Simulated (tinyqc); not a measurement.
# Changing the temperature T

Model: valley-orbit splitting of a donor ground state, with strain. Computed by tinyqc, a small Python program. Command: `OMP_NUM_THREADS=1 python tinyqc.py 3001442 3001443 out.jsonl valleyorbit sweep`. One thread of a shared host (Intel(R) Xeon(R) Processor @ 2.30GHz), about 0.01 s of CPU time with the checks.

The basis is the 1s envelope in each valley; energies are counted from the unstrained conduction-band edge. The strain is e_s (a a^T - 1/3) for the unit stress axis a, so valley j along n_j moves by Xi_u e_s w_j with w_j = (n_j.a)^2 - 1/3: -1/3 for x and y, +2/3 for z.

Inputs (values chosen for the exercise, modelled on donors in silicon):
```
quantity,value,unit
single-valley binding energy E_0,32.3,meV
central-cell shift Lambda,4.52,meV
coupling Delta_1,1.23,meV
coupling Delta_2,1.02,meV
shear deformation potential Xi_u,8.47,eV
shear strain e_s,0.00065,-
donor density N_D,1.1e+15,cm^-3
density-of-states mass of one valley m_e,0.318,m_0
```

Valleys: six along <100>. Stress axis: [001].

Constants: k_B = 8.617333262e-05 eV/K; m_0 = 9.1093837015e-31 kg; k_B = 1.380649e-23 J/K; h = 6.62607015e-34 J s.

Method. H_jj = -(E_0 + Lambda) + Xi_u e_s w_j; H_jk = -Delta_2 between opposite valleys and -Delta_1 between perpendicular ones. z = sum over levels of exp(-(E - E_ground)/k_B T), the ground-state share being 1/z; N_c = 2 (2 pi m_e k_B T/h^2)^(3/2) sum_j exp(-(shift_j - lowest shift)/k_B T); n1 = N_c/(2 z) exp(-binding/k_B T), binding = lowest shift - E_ground; without compensation n = 2 N_D/(1 + sqrt(1 + 4 N_D/n1)) (Boltzmann statistics; p and higher states left out).

One run for each value:
```
temperature T (K),partition sum z,share of neutral donors in the ground state,free electrons n (cm^-3)
10,1.0031,0.99690,2.5431e+05
15,1.0309,0.96998,1.0655e+09
23,1.1583,0.86336,3.7812e+11
36,1.5014,0.66605,2.0903e+13
55,2.0558,0.48644,2.3069e+14
84,2.7615,0.36212,7.7991e+14
130,3.5182,0.28424,1.0523e+15
200,4.1850,0.23895,1.0917e+15
300,4.6936,0.21306,1.0978e+15
```

Over the rows, partition sum z rises from 1.00 to 4.69 (exponent d ln y / d ln x 0.068 between the first rows and 0.28 between the last); share of neutral donors in the ground state falls from 0.997 to 0.213 (exponent d ln y / d ln x -0.068 between the first rows and -0.28 between the last); free electrons n (cm^-3) rises from 254000 to 1.10e15 (exponent d ln y / d ln x 21 between the first rows and 0.014 between the last).

Caution (rows 130, 200, 300): k_B T exceeds a third of E_0, so the p and higher states, left out, hold part of the bound electrons.

Extremes, crossings and ranges named in words are read from the listed rows.
